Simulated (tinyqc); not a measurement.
# Long-channel MOSFET, surface-potential model: what changes with what

n-channel transistor on a uniformly doped p-type body, gradual-channel approximation, constant mobility, Boltzmann statistics, full ionisation. Potentials are counted from the neutral body; V is the electron quasi-Fermi potential, Vsb at the source and Vsb + Vds at the drain. Charges are magnitudes per area.

Inputs (values chosen for the exercise); material values close to those of silicon:
```
symbol,value,unit,meaning
T,300,K,temperature
Eg,1.1,eV,band gap
eps_r,11.6,,relative permittivity of the semiconductor
Nc,2.77e19,cm^-3,conduction-band density of states at T
Nv,2.68e19,cm^-3,valence-band density of states at T
Na,1.1e17,cm^-3,acceptor density of the body
eox,3.99,,relative permittivity of the gate insulator
tox,8.7,nm,insulator thickness
Vfb,-0.96,V,flat-band voltage
mu,120,cm^2/(V s),channel mobility
W,20,um,gate width
L,2,um,gate length
Vsb,0.3,V,source-body reverse bias
Vgs,0.66,V,gate-source voltage
Vds,0.5,V,drain-source voltage
```

Constants: q = 1.602176634e-19 C, kB = 1.380649e-23 J/K, Vt = kB T/q, eps0 = 8.8541878128e-14 F/cm where lengths are in cm. Results are converted to the units shown.

Each table varies one quantity; the others keep the values above.

## Transfer curve from weak to strong inversion

ni = sqrt(Nc Nv) exp(-Eg/(2 Vt)), Eg in volts; phiF = Vt ln(Na/ni); Cox = eps0 eox/tox; gamma = sqrt(2 q eps0 eps_r Na)/Cox. The surface potential psi at channel potential V solves Vgs + Vsb - Vfb - psi = gamma sqrt(G), G = psi - Vt + Vt exp((psi - 2 phiF - V)/Vt). Charge sheet: Qi = Cox gamma [sqrt(G) - sqrt(psi - Vt)]; I = mu (W/L) [integral of Qi dpsi from psi_0 to psi_L (drift) + Vt (Qi0 - QiL) (diffusion)], with psi_0 at V = Vsb and psi_L at V = Vsb + Vds. Pao-Sah: Qi(V) = (Cox gamma/2) integral from 3 Vt to psi of exp((u - 2 phiF - V)/Vt)/sqrt(G(u, V)) du, and I = mu (W/L) integral of Qi dV from Vsb to Vsb + Vds. Square law: VT = Vfb + 2 phiF + gamma sqrt(2 phiF + Vsb), m = 1 + gamma/(2 sqrt(2 phiF + Vsb)), I = mu Cox (W/L) [(Vgs - VT) v - m v^2/2] with v the smaller of Vds and (Vgs - VT)/m, and zero below VT. gm = dI/dVgs of the charge-sheet current.

Transfer curve from weak to strong inversion:
```
Vgs (V)	I, charge sheet (uA)	I, Pao-Sah (uA)	drift share (%)	gm/I (1/V)	I, square law (uA)
0.15	1.799e-4	1.825e-4	0.02222	30.69	0
0.33	0.04464	0.04524	5.041	29.55	0
0.5	1.985	2.027	53.71	14.40	4.500
0.68	11.99	12.27	77.44	7.062	21.75
0.85	31.43	32.15	85.40	4.601	49.90
1.03	62.93	64.29	89.98	3.177	91.31
1.2	98.71	100.7	93.08	2.203	132.7
1.38	138.6	141.2	94.93	1.620	176.6
1.55	177.0	180.2	95.98	1.288	218.0
```

What does the comparison show?

The charge-sheet current rises from 1.80e-4 to 177 uA. In the first row gm/I is 30.7 1/V, a swing of 75.0 mV a decade, against Vt ln 10 = 59.5 mV a decade for an ideal gate; in the last it is 1.29 1/V. Drift passes half of the current at Vgs = 0.5 V among the rows listed (VT = 0.350 V). The charge sheet departs most from Pao-Sah at Vgs = 0.68 V, where it is 2.3 % below it. In the last row the square law is 21 % above Pao-Sah. For Vgs = 0.85 to 1.55 V the surface electron density at the source passes 0.3 Nc, where degeneracy and quantisation, left out here, matter.

## Effect of the acceptor density of the body

VT = Vfb + 2 phiF + gamma sqrt(2 phiF + Vsb), m = 1 + gamma/(2 sqrt(2 phiF + Vsb)). The swing is 20 mV/log10[I(VT - 0.14 V)/I(VT - 0.16 V)] of the charge-sheet current at the given Vds.

Results:
```
Na (cm^-3)	gamma (V^0.5)	VT (V)	m	swing (mV/decade)	I at Vgs, Vds (uA)
1.1e16	0.1482	-0.1162	1.074	65.39	81.99
2e16	0.1998	-0.03068	1.099	66.93	65.43
3.8e16	0.2754	0.08359	1.134	69.16	44.01
7e16	0.3738	0.2222	1.179	72.02	23.18
1.3e17	0.5094	0.4036	1.240	75.91	6.689
4.4e17	0.9371	0.9475	1.430	87.96	9.949e-5
```

Estimate the missing row, Na = 2.4e17 cm^-3.

Computed row:
```
Na (cm^-3)	gamma (V^0.5)	VT (V)	m	swing (mV/decade)	I at Vgs, Vds (uA)
2.4e17	0.6921	0.6393	1.322	81.09	0.1984
```

With this row back in the table: As Na goes from 1.1e16 to 4.4e17 cm^-3, VT rises from -0.116 to 0.948 V, the swing rises from 65.4 to 88.0 mV a decade and the current falls from 82.0 to 9.95e-5 uA. The swing is 2.3 % above m Vt ln 10 in the first row and 3.3 % above it in the last. The gate voltage is below VT in 1 of the 7 rows. For Na = 1.1e16 to 3.8e16 cm^-3 the surface electron density at the source passes 0.3 Nc, where degeneracy and quantisation, left out here, matter.

Computed by the program tinyqc: `OMP_NUM_THREADS=1 python tinyqc.py 2360013 2360014 out.jsonl`, one thread of a shared Intel Xeon 2.30GHz, about 0.04 s for the whole run.
